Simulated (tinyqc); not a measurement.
# Worked calculation: planar ballistic transistor, top-of-the-barrier model

Program tinyqc, `OMP_NUM_THREADS=1 python tinyqc.py 2400040 2400041 out.jsonl`; Intel Xeon 2.30GHz, shared host, one thread, about 0.01 s. Printed values are rounded.

At the top of the source barrier, states moving towards the drain are filled by the source (Fermi level 0) and states moving back by the drain (Fermi level -q Vd); nothing scatters. U is the shift of the band edge there, set by the capacitances CG, CD and CS (the total) and by the charge. Parabolic two-dimensional band; the source is grounded.

Parameters, values chosen for the exercise; mass and valleys close to those of silicon (two valleys):

| symbol | value | unit | meaning |
|---|---|---|---|
| T | 350 | K | temperature |
| m | 0.182 | m0 | effective mass |
| gv | 2 |  | valley degeneracy |
| eox | 9 |  | relative permittivity of the gate insulator |
| tox | 3.3 | nm | insulator thickness |
| aG | 0.77 |  | gate control CG/CS |
| aD | 0.056 |  | drain control CD/CS |
| E0 | 0.24 | eV | band edge at the barrier top above the source Fermi level at zero bias |
| Vg | 0.7 | V | gate voltage |
| Vd | 0.7 | V | drain voltage |

Constants: q = 1.602176634e-19 C, kB = 1.380649e-23 J/K, hbar = 1.054571817e-34 J s, m0 = 9.1093837015e-31 kg, Vt = kB T/q, eps0 = 8.8541878128e-14 F/cm where lengths are in cm. Results are converted to the units shown.

## Density of states, capacitances and charge at zero bias

N0 = gv m kB T/(pi hbar^2), CG = eps0 eox/tox, vT = sqrt(2 kB T/(pi m)), CS = CG/aG, n0 = n at U = 0 and Vd = 0. eta1 = -(E0 + U)/Vt, eta2 = eta1 - Vd/Vt, n = (N0/2)[F_0(eta1) + F_0(eta2)], F_0(x) = ln(1 + exp x). UL = -(aG Vg + aD Vd).

N0 = 4.586058e12 cm^-2
CG = 2.414778 uF/cm^2
CS = 3.136076 uF/cm^2
n0 = 1.605150e9 cm^-2
UL = -0.5782 eV

## Iteration 1: self-consistent potential at the barrier top

U at the start (U = UL) = -0.5782 eV

eta1 = -(E0 + U)/Vt, eta2 = eta1 - Vd/Vt, n = (N0/2)[F_0(eta1) + F_0(eta2)], F_0(x) = ln(1 + exp x). U(out) = UL + q (n - n0)/CS. Newton step: U(new) = U + (U(out) - U)/(1 + CQ/CS), CQ = (q/Vt) dn/d(eta1) with both F' summed; F_0'(x) = 1/(1 + exp(-x)).

eta1 = 11.21328
eta2 = -11.99576
n = 2.571242e13 cm^-2
U(out) = 0.7353290 eV
CQ = 12.18080 uF/cm^2
U after iteration 1 = -0.3092596 eV

## Iteration 2: self-consistent potential at the barrier top

As before.

eta1 = 2.296355
eta2 = -20.91268
n = 5.485460e12 cm^-2
U(out) = -0.2980377 eV
CQ = 11.06725 uF/cm^2
U after iteration 2 = -0.3067818 eV

## Course of the iteration: self-consistent potential at the barrier top

Stop when U changes by less than 1e-9 eV, or after 90 iterations.

Course of the iteration:
```
iteration      U (eV)  |change| (eV)
1          -0.3092596          0.269
2          -0.3067818        2.48e-3
3          -0.3067743        7.46e-6
4          -0.3067743       7.07e-11
```

Converged in 4 iterations. At the end the number of correct digits about doubles with each step.

## Current, mean velocity and share of the gate voltage

converged U = -0.3067743 eV

N0 = gv m kB T/(pi hbar^2), CG = eps0 eox/tox, vT = sqrt(2 kB T/(pi m)), CS = CG/aG, n0 = n at U = 0 and Vd = 0. eta1 = -(E0 + U)/Vt, eta2 = eta1 - Vd/Vt, n = (N0/2)[F_0(eta1) + F_0(eta2)], F_0(x) = ln(1 + exp x). I = q (N0/2) vT [F_(1/2)(eta1) - F_(1/2)(eta2)] per width, F_(1/2)(x) = (2/sqrt(pi)) int_0^infinity u^(1/2)/(1 + exp(u - x)) du. Mean velocity I/(q n). CQ = (q/Vt) dn/d(eta1); the band edge follows the gate as -dU/dVg = aG/(1 + CQ/CS).

eta1 = 2.213955
n = 5.314449e12 cm^-2
I = 1574.645 uA/um
mean velocity = 1.849328e7 cm/s
CQ = 10.98102 uF/cm^2
-dU/dVg = 0.1710535 eV/V

The carriers from the source are degenerate (eta1 = 2.21), and the mean velocity is 1.36 times vT = sqrt(2 kB T/(pi m)) = 1.36e7 cm/s.
